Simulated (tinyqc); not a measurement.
Polarisation charge from two barrier thicknesses.

Problem. VT = phiB - dEc - q sigma d/(eps0 eps_r). Find sigma, phiB - dEc and the thickness at which VT = 0.

Parameters, values chosen for the exercise:
```
symbol,value,unit,meaning
eps_r,9.2,,relative permittivity of barrier and channel
```

Constants: q = 1.602176634e-19 C, eps0 = 8.8541878128e-14 F/cm where lengths are in cm. Results are converted to the units shown.

VT for d = 30 and 40 nm (V): [-7.1437901, -9.7990535]

Solution. VT is linear in d.

sigma = 1.350e13 cm^-2
phiB - dEc = 0.8220 V
thickness for VT = 0 = 3.096 nm

Computed by the program tinyqc: `OMP_NUM_THREADS=1 python tinyqc.py 2570172 2570173 out.jsonl`, one thread of a shared Intel Xeon 2.30GHz, about 0.03 s for the whole run.
